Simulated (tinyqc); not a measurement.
## Undoped gate-all-around wire MOSFET, analytic charge model: effect of the temperature

An undoped round wire of radius R under an insulator shell and a surrounding gate; long channel, electrons only, n = ni exp((psi - V)/Vt) with V the quasi-Fermi potential (0 at the source, Vd at the drain), constant mobility, no quantisation. The radial Poisson equation gives n(r) = n(0)/(1 - (1 - b) r^2/R^2)^2 with b = Q0/(Q + Q0). Q is the electron charge per area of the wire surface.

Nc and Nv are given at 325 K and scale as (T/325 K)^1.5; Eg and mu are held fixed. ni = sqrt(Nc Nv) exp(-Eg/(2 Vt)), Eg in volts; Cox = eps0 eox/(R ln(1 + tox/R)); Q0 = 4 eps0 eps_r Vt/R; V0 = dphi + Vt ln[8 eps0 eps_r Vt/(q ni R^2)]. Q solves Vg - V0 - V = Q/Cox + Vt ln(Q/Q0) + Vt ln(1 + Q/Q0). I = mu (2 pi R/L)[2 Vt (Qs - Qd) + (Qs^2 - Qd^2)/(2 Cox) + Vt Q0 ln((Qd + Q0)/(Qs + Q0))], with Qs at V = 0 and Qd at V = Vd.  I(low) is taken at Vg = 0.45 V, Qs and I(high) at Vg = 1.2 V.

Values chosen for this exercise; material values those of a made-up semiconductor: band gap Eg = 1.3 eV; relative permittivity of the semiconductor eps_r = 13.4; conduction-band density of states at the reference temperature Nc = 2.51e19 cm^-3; valence-band density of states at the reference temperature Nv = 3.04e19 cm^-3; relative permittivity of the gate insulator eox = 21.8; insulator thickness tox = 13 nm; wire radius R = 15 nm; gate work function less that of the intrinsic body dphi = 0.15 V; channel mobility mu = 480 cm^2/(V s); gate length L = 1 um; drain voltage Vd = 0.8 V.

Constants: q = 1.602176634e-19 C, kB = 1.380649e-23 J/K, Vt = kB T/q, eps0 = 8.8541878128e-14 F/cm where lengths are in cm. Results are converted to the units shown.

Effect of the temperature:
```
T (K)	V0 (V)	I(low) (nA)	Qs(high) (nC/cm^2)	I(high) (uA)
220	0.7350	1.522e-5	757.5	7.459
250	0.7248	1.920e-4	761.6	7.682
280	0.7144	0.001453	766.9	7.927
310	0.7038	0.007628	773.4	8.194
340	0.6932	0.03053	780.7	8.481
370	0.6824	0.09928	788.8	8.786
400	0.6715	0.2745	797.6	9.107
430	0.6606	0.6665	807.0	9.446
```

As T goes from 220 to 430 K, I(low) rises from 1.52e-5 to 0.666 nA and I(high) rises from 7.46 to 9.45 uA. V0 falls from 0.735 to 0.661 V. In every row the surface density at the source at the higher gate voltage passes 0.3 Nc, where Boltzmann statistics fail. In every row the mobility is held fixed, though a real one changes with T.

Computed by the program tinyqc: `OMP_NUM_THREADS=1 python tinyqc.py 2460071 2460072 out.jsonl`, one thread of a shared Intel Xeon 2.30GHz, about 0.02 s for the whole run.
